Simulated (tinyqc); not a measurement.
Sublattice potential against complex hopping: Haldane model. Computed by the program tinyqc. 

Honeycomb lattice:

| parameter | value |
|---|---|
| t1 (eV) | 2.960000 |
| t2 (eV) | 0.410000 |
| phi (rad) | 1.230000 |

H_AA = delta - 2 t2 sum cos(k.b + phi), H_BB = -delta - 2 t2 sum cos(k.b - phi), H_AB = -t1 (1 + exp(-i k.a1) + exp(-i k.a2)), b = a1, a2 - a1, -a2, m = 3 sqrt3 t2 sin(phi); the sign of the Chern number follows the orientation k1 then k2.

Gaps at the two valleys (eV) and Chern number of the lower band (12 x 12 mesh):

| delta | gap 2\|delta - m\| | gap 2\|delta + m\| | Chern number |
|---|---|---|---|
| -3.614 | 11.244 | 3.212 | 0 |
| -2.610 | 9.236 | 1.204 | 0 |
| -1.205 | 6.426 | 1.606 | -1 |
| 0.000 | 4.016 | 4.016 | -1 |
| 0.803 | 2.410 | 5.622 | -1 |
| 1.506 | 1.004 | 7.028 | -1 |
| 2.510 | 1.004 | 9.036 | 0 |
| 4.016 | 4.016 | 12.048 | 0 |

Here |m| = 2.0079 eV. For |delta| < |m| the two valleys have masses of opposite sign and the Chern number is +/-1; one gap closes at |delta| = |m|, and beyond it the band is trivial.
